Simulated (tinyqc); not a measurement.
# Bandgap voltage reference from two bipolar transistors: output against temperature

Two transistors of area 1 and N carry the same current I. Is(T) = Is (T/T0)^eta exp[(Vg0 q/kB)(1/T0 - 1/T)], VBE1 = Vt ln(I/Is(T)) + I rb, VBE2 = Vt ln(I/(N Is(T))) + I rb/N. The amplifier forces I R1(T) = VBE1 - VBE2 + Vos, with R(T) = R (1 + tc (T - T0)) for both resistors, and the output is Vref = VBE1 + I R2(T). Base currents and the Early effect are neglected.

Vt = kB T/q; I = (Vt ln N + Vos)/(R1(T) - rb (1 - 1/N)).

Parameters, values chosen for the exercise; values of the order met in silicon bipolar transistors:

| symbol | value | unit | meaning |
|---|---|---|---|
| T0 | 300 | K | reference temperature |
| Vg0 | 1.146 | V | band-gap voltage extrapolated to 0 K |
| eta | 4 |  | temperature exponent of the saturation current |
| Is | 2.4e-18 | A | saturation current of the unit transistor at T0 |
| N | 15 |  | area ratio of the second transistor |
| R1 | 27 | kohm | resistor across which the difference of VBE falls, at T0 |
| tc | 900 | ppm/K | temperature coefficient of both resistors |
| Vos | -0.9 | mV | offset of the amplifier |
| rb | 0 | ohm | series resistance of the unit transistor |
| R2 | 192.4 | kohm | output resistor at T0 |

Constants: q = 1.602176634e-19 C, kB = 1.380649e-23 J/K. Results are converted to the units shown.

Result of one run:
```
I (uA)  VBE1 (V)  I R2 (V)  Vref (V)  Vref - Vref(T0) (mV)  dVref/dT (uV/K)
2.994     0.5884    0.6139     1.202                -6.210           -116.8
```

Which temperature T gave this result: 233, 273, 323, 348 or 373 K?

T = 373 K.

The whole series:
```
T (K)  I (uA)  VBE1 (V)  I R2 (V)  Vref (V)  Vref - Vref(T0) (mV)  dVref/dT (uV/K)
218     1.998    0.8529    0.3561     1.209                0.5213            43.03
233     2.108    0.8284    0.3810     1.209                 1.019            23.60
253     2.248    0.7954    0.4143     1.210                 1.247          -0.5860
273     2.384    0.7619    0.4476     1.209                 1.007           -23.07
298     2.547    0.7194    0.4891     1.209                0.1003           -49.14
323     2.702    0.6763    0.5307     1.207                -1.434           -73.28
348     2.851    0.6326    0.5723     1.205                -3.550           -95.76
373     2.994    0.5884    0.6139     1.202                -6.210           -116.8
398     3.130    0.5436    0.6554     1.199                -9.380           -136.6
423     3.262    0.4984    0.6970     1.195                -13.03           -155.3
```

VBE1 falls by 1.73 mV/K on average and I R2 rises by 1.66 mV/K. The slope of Vref vanishes at T = 252 K. Between 233 and 398 K Vref spans 10.6 mV, or 53.4 ppm/K by the box method (span over the average over T, over 165 K).

Computed by the program tinyqc: `OMP_NUM_THREADS=1 python tinyqc.py 2062138 2062139 out.jsonl`, one thread of a shared Intel Xeon 2.30GHz, about 0.03 s for the whole run.
